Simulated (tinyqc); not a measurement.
# Which input was changed?

Model: vacuum evaporation: vapour pressure, source flux, thickness distribution, purity and step coverage. Computed by tinyqc, a small Python program. Command: `OMP_NUM_THREADS=1 python tinyqc.py 3111245 3111246 out.jsonl evap which`. One thread of a shared host (Intel(R) Xeon(R) Processor @ 2.30GHz), about 0.04 s of CPU time with the checks.

Molecular flow, unit sticking of the metal, no re-evaporation. The background gas is taken as water vapour (18.015 g/mol, collision diameter 0.37 nm) at 300 K.

Inputs (values chosen for the exercise, modelled on gold, with constants for the liquid):
```
quantity                     value    unit
molar mass M                196.97   g/mol
film density rho              19.3  g/cm^3
vapour-pressure constant A   10.83       -
vapour-pressure constant B   18140       K
source temperature T          1580       K
source area                   0.21    cm^2
directionality n                 2       -
source-to-wafer distance h      33      cm
wafer radius R                   5      cm
```

Constants: u = 1.6605390666e-27 kg; k_B = 1.380649e-23 J/K; R = 8.314462618 J/(mol K).

Method:
- log10(p_v/Pa) = A - B/T; flux from the surface Phi = p_v/sqrt(2 pi m k_B T), m = M u.
- Mass loss = Phi x area x m; heat of evaporation = ln(10) R B; d ln Phi/dT = ln(10) B/T^2 - 1/(2 T).
- A small source emits (n + 1) Phi area cos^n(phi)/(2 pi) per solid angle; on a parallel plane at height h and lateral distance l the arrival rate is (n + 1) Phi area/(2 pi h^2) x (1 + (l/h)^2)^(-(n + 3)/2). Growth rate = arrival rate x m/rho, m = M u. The wafer is fixed and centred above the source.

Problem. One of these inputs alone was changed, within the range given: source temperature T (900 to 2400); wafer radius R (2.5 to 10); directionality n (1 to 4); vapour-pressure constant B (9070 to 3.628e+04). Which one, and to what value?

Results; columns: (1) run; (2) growth rate at the centre (nm/s); (3) share of the material that lands on the wafer, 1 - (1 + (R/h)^2)^(-(n + 1)/2) (%); (4) non-uniformity (max - min)/(max + min) (%):
```
(1)             (2)       (3)       (4)
before  0.001645990  3.347290  2.836401
after   0.001470418  2.995652  2.654960
```

Solution.

Each candidate set to reproduce growth rate at the centre, and what it then gives; columns: (1) candidate; (2) range searched; (3) value needed; (4) share of the material that lands on the wafer, 1 - (1 + (R/h)^2)^(-(n + 1)/2) (%); (5) non-uniformity (max - min)/(max + min) (%):
```
(1)                                           (2)        (3)     (4)     (5)
source temperature T (K)              900 to 2400       1573  3.3473  2.8364
wafer radius R (cm)                     2.5 to 10  no effect       -       -
directionality n                           1 to 4      1.680  2.9957  2.6550
vapour-pressure constant B (K)  9070 to 3.628e+04      18220  3.3473  2.8364
```

Only directionality n fits every result: it went from 2 to 1.68. The next best candidate, vapour-pressure constant B, misses one result by 12 %.
